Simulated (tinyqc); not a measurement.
Inside a calculation. Method: coherent transport through a tight-binding region between two chains. One step of it, computed by the program tinyqc.

Problem. Transmission at E = -0.04 eV. Surface Green function g = (E - i sqrt(4 t^2 - E^2)) / (2 t^2); self-energy tc^2 g on each contact site; G = (E - H - Sigma)^(-1); Gamma = -2 Im Sigma; T = Gamma_L Gamma_R |G_LR|^2; local density of states -Im G_ii / pi.

H of the central region (eV):
```
           1          2          3          4
1   0.000000  -2.020000   0.000000   0.000000
2  -2.020000   1.060000  -1.320000   0.000000
3   0.000000  -1.320000   1.060000  -0.930000
4   0.000000   0.000000  -0.930000   0.000000
```

Leads: semi-infinite chains with site energy 0:

| parameter | value |
|---|---|
| lead hopping t (eV) | 1.260000 |
| coupling to the left lead (eV) | 0.220000 |
| coupling to the right lead (eV) | 0.940000 |
| left contact site | 1 |
| right contact site | 4 |

E = -0.040000 eV

Give: g; G; local density of states; transmission.

Solution.

g = -0.013-0.794i 1/eV

G (1/eV):
```
               1              2              3              4
1   0.096-0.201i   0.493-0.006i   0.265+0.303i  -0.387+0.367i
2   0.493-0.006i   0.010-0.009i   0.011+0.001i  -0.001+0.015i
3   0.265+0.303i   0.011+0.001i  -0.396-0.463i   0.592-0.549i
4  -0.387+0.367i  -0.001+0.015i   0.592-0.549i   0.701-0.670i
```

local density of states (1/eV): 0.064  0.003  0.147  0.213

transmission = 0.031
